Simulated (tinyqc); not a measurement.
# Doping from two capacitances

Problem. An abrupt p-n junction obeys 1/C^2 = 2 (Vbi - V)/(q eps0 eps_r Ne), Ne = Na Nd/(Na + Nd), Vbi = Vt ln(Na Nd/ni^2), V the bias of the p side. Na is known to be the larger doping. Find Ne, Vbi, Na and Nd.

Parameters, values chosen for the exercise: temperature T = 325 K; relative permittivity eps_r = 7.95.

Constants: q = 1.602176634e-19 C, kB = 1.380649e-23 J/K, Vt = kB T/q, eps0 = 8.8541878128e-14 F/cm where lengths are in cm. Results are converted to the units shown.

C at V = -1 and -6.3 V (nF/cm^2): 43.491880  23.011339
ni = 1.8447293e9 cm^-3

Answer. The slope of 1/C^2 against -V gives Ne and its intercept Vbi. Then Na Nd = ni^2 exp(Vbi/Vt) and Na + Nd = Na Nd/Ne, so both are roots of one quadratic.

Ne = 6.91e16 cm^-3
Vbi = 1.06 V
Na = 1.30e18 cm^-3
Nd = 7.30e16 cm^-3

Numbers from tinyqc (`OMP_NUM_THREADS=1 python tinyqc.py 2000115 2000116 out.jsonl`; about 0.03 s on one thread of a shared Intel Xeon 2.30GHz).
